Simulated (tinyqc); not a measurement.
# Channel mobility from two channel lengths

Inverse problem. Two power MOSFETs differ only in channel length: R_on = R_rest + Lc (Wp + a)/(2 mch Cox Vov), Cox = 3.9 eps0/tox. Find mch and R_rest.

Values chosen for this exercise: gate oxide thickness (eps_r 3.9) tox = 82 nm; gate overdrive Vov = 9 V; width of the p body in one cell, channels included Wp = 5.3 um; gap between neighbouring p bodies a = 3.8 um.

Constants: eps0 = 8.8541878128e-14 F/cm where lengths are in cm. Results are converted to the units shown.

R_on at Lc = 0.46 and 1.9 um (mohm cm^2): 4.1148552  8.2309238

Answer. R_on is a straight line in Lc; its slope gives mch and its intercept the rest.

mch = 42.0 cm^2/(V s)
R_rest = 2.80 mohm cm^2

Numbers from tinyqc (`OMP_NUM_THREADS=1 python tinyqc.py 2230132 2230133 out.jsonl`; about 0.01 s on one thread of a shared Intel Xeon 2.30GHz).
